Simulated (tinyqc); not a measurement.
BCS gap equation with a constant attraction inside the Debye window: one step, computed by the program tinyqc. Command: `OMP_NUM_THREADS=1 python tinyqc.py 3017381 3017382 out.jsonl bcs walk`. One thread of a shared host (Intel(R) Xeon(R) Processor @ 2.30GHz), about 0.01 s of CPU time with the checks.

Pairs attract with strength V for |xi| < k_B Theta; N(0) is the density of states for one spin. Energies are given as temperatures (E/k_B, in K) unless marked.

Task: Critical temperature. Gap equation: 1/(N(0)V) = I(Delta, T) = int_0^Theta tanh(E/2T)/E d xi, E = sqrt(xi^2 + Delta^2); 64 Gauss-Legendre points in y with xi = max(Delta, T) sinh(y). T_c solves I(0, T_c) = 1/(N(0)V); the weak-coupling form is T_c = (2 e^C/pi) Theta exp(-1/(N(0)V)) with Euler's C = 0.5772157, and 2 Delta_0/T_c then tends to 2 pi e^-C = 3.528.

Inputs (values chosen for the exercise, modelled on niobium): coupling N(0)V = 0.284; Debye temperature Theta = 277 K.

Solver: secant.

Delta_0 = 16.39395 K

Give: T_c; weak-coupling T_c; 2 Delta_0/T_c.

Result:

T_c = 9.2861 K

weak-coupling T_c = 9.2861 K

2 Delta_0/T_c = 3.5308

T_c/Theta = 0.0335; the ratio lies +0.09 % from 3.528, so the universal weak-coupling laws hold.
